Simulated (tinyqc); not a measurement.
Worked calculation: growth of a silicide layer between metal and silicon: linear-parabolic kinetics, ramp anneals and Kissinger analysis. Computed by tinyqc, a small Python program that keeps every step. Command: `OMP_NUM_THREADS=1 python tinyqc.py 3001540 3001541 out.jsonl silicide walk`. One thread of a shared host (Intel(R) Xeon(R) Processor @ 2.30GHz), about 0.1 s of CPU time with the checks. Intermediate numbers are printed to about 5 digits and carried at full precision; extremes and crossings named in words are read from the listed rows.

One compound layer of thickness x grows by diffusion through itself and reaction at an interface, dx/dt = 1/(2x/K + 1/v), until the metal is used up at x = a h.

Inputs (values chosen for the exercise, modelled on NiSi):

| quantity | value | unit |
|---|---|---|
| metal thickness h | 21 | nm |
| silicide formed per metal thickness a | 2.2 | - |
| silicon consumed per metal thickness b | 1.83 | - |
| prefactor of the parabolic constant K | 1.6e+14 | nm^2/s |
| activation energy E of K | 1.68 | eV |
| prefactor of the interface velocity v | 8.6e+14 | nm/s |
| activation energy E_v | 1.85 | eV |
| temperature T | 350 | C |
| time t | 14 | s |
| ramp rate beta | 3 | C/s |
| silicide resistivity | 15 | micro-ohm cm |
| junction depth x_j | 95 | nm |

Constants: k_B = 8.617333262e-05 eV/K.

## Final thickness

The silicide ends at the thickness a h.

final thickness = 46.2 nm

## Geometry at full reaction

Silicon consumed b h, sheet resistance rho/(final thickness) with 1 micro-ohm cm/nm = 10 ohm; margin to the junction x_j - b h.

silicon consumed = 38.43 nm

sheet resistance = 3.2468 ohm/square

margin to the junction = 56.57 nm

The layer takes 40 % of the junction depth; its surface lies 7.77 nm above the original silicon surface.

## Isothermal growth

K = K0 exp(-E/(k_B T)), v = v0 exp(-E_v/(k_B T)). Temperatures in kelvin are T(C) + 273.15. x^2/K + x/v = t, so x = (K/(2v)) [sqrt(1 + 4 v^2 t/K) - 1], capped at a h; completion time t_c = (a h)^2/K + a h/v, a h being the final thickness; crossover thickness K/v.

K = 4.1398 nm^2/s

v = 0.93857 nm/s

crossover thickness = 4.4107 nm

thickness at time t = 5.7206 nm

completion time = 564.82 s

12 % has reacted. Diffusion makes up 91 % of the completion time.

## Ramp anneal

Ramp from x = 0 at 100 C at the rate beta: dx/dT = (1/beta)/(2x/K + 1/v), integrated adaptively (tolerance 1e-9) until x = a h at T_f.

completion temperature T_f = 446.75 C

## Kissinger analysis

Plot ln(beta/T_f^2) against 1/(k_B T_f), T_f in kelvin; minus the least-squares slope estimates the activation energy.

Ramps:

| beta (C/s) | T_f (C) | 1/(k_B T_f) (1/eV) | ln(beta/T_f^2) |
|---|---|---|---|
| 0.03 | 348.42 | 18.670 | -16.371 |
| 0.1 | 371.49 | 18.002 | -15.240 |
| 0.3 | 394.05 | 17.393 | -14.210 |
| 1 | 420.63 | 16.727 | -13.084 |
| 3 | 446.75 | 16.120 | -12.060 |
| 10 | 477.67 | 15.456 | -10.940 |
| 30 | 508.23 | 14.851 | -9.921 |

Kissinger energy = 1.6892 eV

A thousandfold faster ramp raises the completion temperature by only 160 C. The fit gives 1.689 eV, against E = 1.68 eV for diffusion and E_v = 1.85 eV for the interface: diffusion controls. Caution: nucleation and competing phases are left out; disilicides such as CoSi2 and the low-resistance form of TiSi2 start by nucleation and follow this law at best in part.

Checks made by the program: isothermal closed form against integration (relative difference below 1e-10).
